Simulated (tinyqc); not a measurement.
Complex band structure along [001] in sp3s* tight binding: sweeps and comparisons. A value that a table varies takes the place of the one given here.

For k = (0, 0, kz) the phase sums are g0 = cos(phi) and g3 = i sin(phi), phi = kz a/4, and the s, pz, s* orbitals of anion (a) and cation (c) decouple from px, py. With z = exp(i phi), H(z) = H0 + z T + T^T/z for any complex z. H0 is diagonal (Esa, Epa, Exa, Esc, Epc, Exc). The anion-cation block is B(z) = z U + W/z and the cation-anion block z W^T + U^T/z, where U has Vss/2 (s,s), Vsapc/2 (s,z), -Vscpa/2 (z,s), Vxx/2 (z,z), Vxapc/2 (s*,z), -Vpaxc/2 (z,s*), and W has the same values with the s-z and s*-z signs reversed. |z| = 1 is a band state, |z| < 1 decays along [001] as exp(-kappa d) over a distance d, kappa = -(4/a) ln|z|. No spin-orbit coupling.

Constants: hbar^2/2m0 = 3.80998211 eV angstrom^2.

Inputs chosen for the exercise (out of a larger set: near a published set for GaSb, fitted to gaps, whose masses and valley positions are rough (light masses up to twice too heavy); not measured data):
- p = (-7.316, 0.848, -3.927, 2.895, 6.669, 6.051, -6.174, 1.563, 4.102, 4.937, 4.673, 5.045, 4.254) eV (order Esa, Epa, Esc, Epc, Exa, Exc, Vss, Vxx, Vxy, Vsapc, Vscpa, Vxapc, Vpaxc)
- a = 6.091 angstrom (lattice constant)
- dE = 0.34 eV (E - Ev)

## Decay across the direct gap

Ev = 0.00321 eV
EG (direct gap) = 0.77761 eV

masses of this model, from the curvature at Gamma (m0): m_lh 0.05334, m_e 0.06551

kappa of the imaginary branch at Gamma against three formulas: parabolic from the valence edge, sqrt(m_lh E/c); parabolic from the conduction edge, sqrt(m_e (EG - E)/c); two-band (Franz), sqrt(m E (1 - E/EG)/c) with m = 2 m_lh m_e/(m_lh + m_e). E from Ev; c = hbar^2/2m0.

kappa (1/angstrom):

| E/EG | E (eV) | tight binding | parabolic, valence | parabolic, conduction | two-band |
|---|---|---|---|---|---|
| 0.05 | 0.0389 | 0.0228 | 0.0233 | 0.1127 | 0.0239 |
| 0.15 | 0.1166 | 0.0377 | 0.0404 | 0.1066 | 0.0391 |
| 0.25 | 0.1944 | 0.0461 | 0.0522 | 0.1001 | 0.0474 |
| 0.35 | 0.2722 | 0.0513 | 0.0617 | 0.0932 | 0.0523 |
| 0.50 | 0.3888 | 0.0545 | 0.0738 | 0.0818 | 0.0548 |
| 0.65 | 0.5054 | 0.0528 | 0.0841 | 0.0684 | 0.0523 |
| 0.75 | 0.5832 | 0.0485 | 0.0904 | 0.0578 | 0.0474 |
| 0.85 | 0.6610 | 0.0405 | 0.0962 | 0.0448 | 0.0391 |
| 0.95 | 0.7387 | 0.0250 | 0.1017 | 0.0259 | 0.0239 |

What does this show?

The branch joins the light-hole and conduction bands and peaks, among these rows, at E/EG = 0.50 with kappa = 0.0545 1/angstrom. At mid-gap the parabola from the conduction edge is +50 % off and the two-band form +0.5 %; over 5 nm the parabola would misstate exp(-2 kappa d) by a factor 15.2.

## Band-to-band tunnelling in a uniform field

WKB at zero transverse momentum: T = exp(-2 I/(eF)), I = integral of kappa dE across the direct gap (8 Gauss-Legendre points in theta, E = EG sin^2 theta, 0 to pi/2); 1 MV/cm = 0.01 V/angstrom. The two-band form gives I = (pi/8) sqrt(m/c) EG^(3/2) with m = 2 m_lh m_e/(m_lh + m_e).

Tunnelling:

| F (MV/cm) | path EG/eF (angstrom) | exponent 2I/eF | T, tight binding | T, two-band |
|---|---|---|---|---|
| 0.50 | 155.5 | 13.347 | 1.60e-06 | 1.54e-06 |
| 0.75 | 103.7 | 8.898 | 0.000137 | 0.000134 |
| 1.00 | 77.8 | 6.673 | 0.00126 | 0.00124 |
| 1.50 | 51.8 | 4.449 | 0.0117 | 0.0116 |
| 2.00 | 38.9 | 3.337 | 0.0356 | 0.0353 |
| 3.00 | 25.9 | 2.224 | 0.108 | 0.108 |
| 4.00 | 19.4 | 1.668 | 0.189 | 0.188 |

I, tight binding = 0.033367 eV/angstrom
I, two-band = 0.033452 eV/angstrom

What can be read from the table?

The two-band integral is +0.25 % from the tight-binding one, which makes the two-band T 0.9666 times the other at 0.5 MV/cm and 0.9958 times at 4 MV/cm. Doubling the field from 1 to 2 MV/cm halves the exponent and raises T by a factor 28.1. Where the exponent falls below about 2 the WKB form is only a guide.

## Energy and lattice constant

The slowest root of the s-pz block and the heavy-hole branch, sinh^2(kappa a/4) = ((E - Epa)(E - Epc) - Vxx^2)/(Vxx^2 - Vxy^2), at E = Ev + dE with Ev the lower root of [[Epa, Vxx], [Vxx, Epc]]; the couplings are kept when a changes. Each row changes one parameter from the base and keeps the others.

Results:

| case | slowest kappa (1/angstrom) | heavy-hole kappa (1/angstrom) |
|---|---|---|
| base | 0.0538 | 0.1837 |
| dE = 0.31 eV | 0.0529 | 0.1763 |
| a = 6.274 angstrom | 0.0522 | 0.1783 |

How do the results move?

The largest shifts from the base row, up to three for each result and ties (the steps differ in size, so this ranks the rows, not the parameters). slowest kappa (1/angstrom): a -0.0016, dE -0.0009. heavy-hole kappa (1/angstrom): dE -0.0073, a -0.0054. With the couplings fixed, kappa a stays, so kappa scales as 1/a.

(tinyqc, `OMP_NUM_THREADS=1 python tinyqc.py 1482620 1482621 out.jsonl`, Intel(R) Xeon(R) Processor @ 2.30GHz, 1 thread, shared host, about 0.01 s.)
